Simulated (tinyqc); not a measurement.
UHF in the 6-31g basis, for H3+, spin multiplicity 1, step by step (part 3 of 3). Computed by tinyqc, a small Python program that keeps every step (integrals from PySCF). Command: `OMP_NUM_THREADS=1 python tinyqc.py 22571 22572 out.jsonl` (the two numbers bound the seeds that draw the settings). One thread of a shared host (Intel(R) Xeon(R) Processor @ 2.60GHz), about 0.08 s of CPU time with the checks.

Geometry (angstrom):
```
atom         x         y          z
H     0.000000  0.000000   0.000000
H     0.000000  0.000000   0.868000
H     0.000000  0.064000  -0.866000
```

## Iteration 18 (converged): orbitals

converged F(alpha) (hartree):
```
           1H 1s      1H 2s      2H 1s      2H 2s      3H 1s      3H 2s
1H 1s  -0.557814  -0.861234  -0.605051  -0.672180  -0.604727  -0.672007
1H 2s  -0.861234  -0.813312  -0.601603  -0.659532  -0.601396  -0.659438
2H 1s  -0.605051  -0.601603  -0.311558  -0.636425  -0.183836  -0.339684
2H 2s  -0.672180  -0.659532  -0.636425  -0.605061  -0.339626  -0.459240
3H 1s  -0.604727  -0.601396  -0.183836  -0.339626  -0.311423  -0.636297
3H 2s  -0.672007  -0.659438  -0.339684  -0.459240  -0.636297  -0.604989
```

converged F(beta) (hartree):
```
           1H 1s      1H 2s      2H 1s      2H 2s      3H 1s      3H 2s
1H 1s  -0.557814  -0.861234  -0.605051  -0.672180  -0.604727  -0.672007
1H 2s  -0.861234  -0.813312  -0.601603  -0.659532  -0.601396  -0.659438
2H 1s  -0.605051  -0.601603  -0.311558  -0.636425  -0.183836  -0.339684
2H 2s  -0.672180  -0.659532  -0.636425  -0.605061  -0.339626  -0.459240
3H 1s  -0.604727  -0.601396  -0.183836  -0.339626  -0.311423  -0.636297
3H 2s  -0.672007  -0.659438  -0.339684  -0.459240  -0.636297  -0.604989
```

X:
```
               1          2          3          4          5         6
1H 1s  -0.791729  -0.000148   0.177296   1.197536  -0.000159  0.217167
1H 2s   4.016595  -0.000163  -0.518100  -0.071543   0.000000  0.282641
2H 1s   0.233711   0.804595   0.892996  -0.280895  -0.510535  0.168028
2H 2s  -2.212414  -1.188109  -0.407894  -0.309144  -0.345658  0.235520
3H 1s   0.233473  -0.804710   0.892868  -0.280605   0.510690  0.167979
3H 2s  -2.211317   1.188529  -0.407799  -0.308726   0.345848  0.235486
```

Diagonalise F' = X^T F X, C = X C', fill 1 alpha and 1 beta electrons from the bottom; D(s) = C_occ C_occ^T. Each column has its largest component positive (the first on a tie).

F' = X^T F X (alpha) (hartree):
```
           1          2          3          4          5          6
1   0.474346   0.000120   0.097166  -0.460567   0.000022  -0.016476
2   0.000120   0.557792   0.000023  -0.000102  -0.209869   0.000003
3   0.097166   0.000023   0.567237  -0.159193   0.000018  -0.163166
4  -0.460567  -0.000102  -0.159193   0.425046  -0.000027  -0.186013
5   0.000022  -0.209869   0.000018  -0.000027  -0.310950   0.000050
6  -0.016476   0.000003  -0.163166  -0.186013   0.000050  -1.013091
```

orbital energies (alpha) (hartree): MO1 -1.060588, MO2 -0.358993, MO3 0.008235, MO4 0.516503, MO5 0.605835, MO6 0.989389

coefficients C (alpha):
```
            MO1        MO2        MO3        MO4        MO5        MO6
1H 1s  0.373540  -0.000082   0.280560  -0.653234   0.000061  -1.222523
1H 2s  0.404357  -0.000111   2.649971   1.777328  -0.000253   2.478249
2H 1s  0.232541  -0.318134  -0.027786  -0.660511   0.897693   0.684860
2H 2s  0.032702  -0.602022  -1.791952  -0.217970  -1.080637  -1.397640
3H 1s  0.232453   0.318230  -0.027718  -0.659758  -0.898915   0.683841
3H 2s  0.032736   0.602386  -1.790963  -0.218728   1.081767  -1.396299
```

F' = X^T F X (beta) (hartree):
```
           1          2          3          4          5          6
1   0.474346   0.000120   0.097166  -0.460567   0.000022  -0.016476
2   0.000120   0.557792   0.000023  -0.000102  -0.209869   0.000003
3   0.097166   0.000023   0.567237  -0.159193   0.000018  -0.163166
4  -0.460567  -0.000102  -0.159193   0.425046  -0.000027  -0.186013
5   0.000022  -0.209869   0.000018  -0.000027  -0.310950   0.000050
6  -0.016476   0.000003  -0.163166  -0.186013   0.000050  -1.013091
```

orbital energies (beta) (hartree): MO1 -1.060588, MO2 -0.358993, MO3 0.008235, MO4 0.516503, MO5 0.605835, MO6 0.989389

coefficients C (beta):
```
            MO1        MO2        MO3        MO4        MO5        MO6
1H 1s  0.373540  -0.000082   0.280560  -0.653234   0.000061  -1.222523
1H 2s  0.404357  -0.000111   2.649971   1.777328  -0.000253   2.478249
2H 1s  0.232541  -0.318134  -0.027786  -0.660511   0.897693   0.684860
2H 2s  0.032702  -0.602022  -1.791952  -0.217970  -1.080637  -1.397640
3H 1s  0.232453   0.318230  -0.027718  -0.659758  -0.898915   0.683841
3H 2s  0.032736   0.602386  -1.790963  -0.218728   1.081767  -1.396299
```

D(alpha) after iteration 18:
```
          1H 1s     1H 2s     2H 1s     2H 2s     3H 1s     3H 2s
1H 1s  0.139532  0.151044  0.086863  0.012215  0.086831  0.012228
1H 2s  0.151044  0.163505  0.094029  0.013223  0.093994  0.013237
2H 1s  0.086863  0.094029  0.054075  0.007604  0.054055  0.007612
2H 2s  0.012215  0.013223  0.007604  0.001069  0.007602  0.001071
3H 1s  0.086831  0.093994  0.054055  0.007602  0.054035  0.007610
3H 2s  0.012228  0.013237  0.007612  0.001071  0.007610  0.001072
```

D(beta) after iteration 18:
```
          1H 1s     1H 2s     2H 1s     2H 2s     3H 1s     3H 2s
1H 1s  0.139532  0.151044  0.086863  0.012215  0.086831  0.012228
1H 2s  0.151044  0.163505  0.094029  0.013223  0.093994  0.013237
2H 1s  0.086863  0.094029  0.054075  0.007604  0.054055  0.007612
2H 2s  0.012215  0.013223  0.007604  0.001069  0.007602  0.001071
3H 1s  0.086831  0.093994  0.054055  0.007602  0.054035  0.007610
3H 2s  0.012228  0.013237  0.007612  0.001071  0.007610  0.001072
```

## Convergence

Stop when the energy changes by less than 1e-10 hartree and every element of the error matrix X^T (F D S - S D F) X (for each spin) is below 3e-06.

Course of the cycle:
```
iteration  E (hartree)     change  largest element of the error matrix
1          -1.11281799          -                             1.87e-01
2          -1.17636509  -6.35e-02                             6.50e-02
3          -1.19877453  -2.24e-02                             2.94e-02
4          -1.20805059  -9.28e-03                             1.63e-02
5          -1.21189560  -3.85e-03                             6.50e-03
6          -1.21513953  -3.24e-03                             2.75e-03
7          -1.21626291  -1.12e-03                             5.23e-04
8          -1.21676158  -4.99e-04                             2.68e-05
9          -1.21687873  -1.17e-04                             1.13e-05
10         -1.21690216  -2.34e-05                             2.66e-06
11         -1.21690685  -4.69e-06                             7.32e-07
12         -1.21690779  -9.38e-07                             1.49e-07
13         -1.21690798  -1.88e-07                             2.91e-08
14         -1.21690802  -3.75e-08                             5.76e-09
15         -1.21690802  -7.51e-09                             1.14e-09
16         -1.21690802  -1.50e-09                             2.29e-10
17         -1.21690803  -3.00e-10                             4.62e-11
18         -1.21690803  -6.01e-11                             9.24e-12
```

PySCF UHF in the same basis, after a stability check = -1.21690803 hartree

Converged in 18 iterations.

## Populations, bond orders and dipole

overlap S:
```
          1H 1s     1H 2s     2H 1s     2H 2s     3H 1s     3H 2s
1H 1s  1.000000  0.658292  0.347495  0.462200  0.347212  0.462064
1H 2s  0.658292  1.000000  0.462200  0.804961  0.462064  0.804816
2H 1s  0.347495  0.462200  1.000000  0.658292  0.022176  0.160561
2H 2s  0.462200  0.804961  0.658292  1.000000  0.160561  0.420200
3H 1s  0.347212  0.462064  0.022176  0.160561  1.000000  0.658292
3H 2s  0.462064  0.804816  0.160561  0.420200  0.658292  1.000000
```

Mulliken: Z minus the diagonal of D S on the atom; Loewdin: the same with S^(1/2) D S^(1/2); Mayer order: 2 sum_s sum (D(s) S)_ij (D(s) S)_ji over the two atoms.

Charges (e):
```
atom   Mulliken    Loewdin  Mulliken spin
1H    -0.363435  -0.072506              0
2H     0.681634   0.536120       1.70e-10
3H     0.681801   0.536385      -1.64e-10
```

Mayer bond orders:
```
pair     order
2-1   0.434071
3-1   0.433844
3-2   0.101304
```

dipole moment about the origin, x y z (debye): 0.000000  0.194977  0.005204

<S^2> of the determinant (pure state: 0) = 0.000000
